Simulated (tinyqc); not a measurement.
MOS capacitor with interface traps: C-V stretch-out, conductance peak and subthreshold swing: one step, computed by the program tinyqc. Command: `OMP_NUM_THREADS=1 python tinyqc.py 3001584 3001585 out.jsonl mostraps walk`. One thread of a shared host (Intel(R) Xeon(R) Processor @ 2.30GHz), about 0.01 s of CPU time with the checks.

Energies at the interface are counted from the valence band. psi > 0 means bending towards depletion, so the surface potential is +psi. Boltzmann statistics, full ionisation, no quantum confinement. Traps are neutral when filled up to E_n, with a sharp (zero-temperature) occupation.

Problem. Conductance peak. v = sqrt(3 k_B T/m) with the majority mass; surface density n_s = N exp(-psi/k_B T); tau = 1/(sigma v n_s); for a continuum of levels G_p/omega = C_it ln(1 + omega^2 tau^2)/(2 omega tau), which peaks at omega tau = 1.98, the frequency 1.98/(2 pi tau); potential fluctuations are left out.

Inputs (values chosen for the exercise, for a model semiconductor):
```
quantity,value,unit
hole mass m_h,0.603,m_0
doping N,4.8e+15,cm^-3
capture cross-section sigma,4e-15,cm^2
band bending towards depletion psi,0.39,V
temperature T,350,K
```

Substrate: p-type. Trap spectrum: flat plus a Gaussian peak.

k_B T = 0.03016067 eV

C_it = 0.2208474 microF/cm^2

Constants: k_B = 1.380649e-23 J/K; m_0 = 9.1093837015e-31 kg.

Give: v; n_s; trap time constant; peak frequency; peak of G_p/omega.

Solution.

v = 1.625e+07 cm/s

n_s = 1.163e+10 cm^-3

trap time constant = 0.001323 s

peak frequency = 238.1 Hz

peak of G_p/omega = 0.08886 microF/cm^2

Caution: near and beyond midgap the traps also exchange with the minority band, so this majority-carrier time constant and peak do not apply.
